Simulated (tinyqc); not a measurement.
Avalanche multiplication and breakdown of a junction from ionisation integrals: one step, computed by the program tinyqc.

Ionisation coefficients follow the local field. Position x runs through the depletion layer from the p side (x = 0), where electrons enter, to the n side (x = w), where holes enter. The built-in voltage is neglected.

Question. Breakdown. alpha_n = a_n exp(-(b_n/F)^c), alpha_p = a_p exp(-(b_p/F)^c). Uniform field F = F_m, w = W, V = F_m W. With Phi(x) = int_0^x (alpha_n - alpha_p) dx': 1 - 1/M_n = I_n = int_0^w alpha_n exp(-Phi) dx and M_p = M_n exp(-Phi(w)); trapezoid rule on 401 even points; breakdown at I_n = 1. Solve I_n(F_m) = 1.

Inputs (values chosen for the exercise, modelled on GaAs): electron prefactor a_n = 205000 1/cm; electron field b_n = 585000 V/cm; hole prefactor a_p = 233000 1/cm; hole field b_p = 660000 V/cm; exponent c = 1.8; permittivity eps = 12.9; layer width W = 0.7 micrometre.

Junction: p-i-n with uniform field.

Constants: e = 1.602176634e-19 C; eps_0 = 8.8541878128e-12 F/m.

Give: critical field F_m; width at breakdown; breakdown voltage.

Answer.

critical field F_m = 0.35634 MV/cm

width at breakdown = 0.7 micrometre

breakdown voltage = 24.944 V
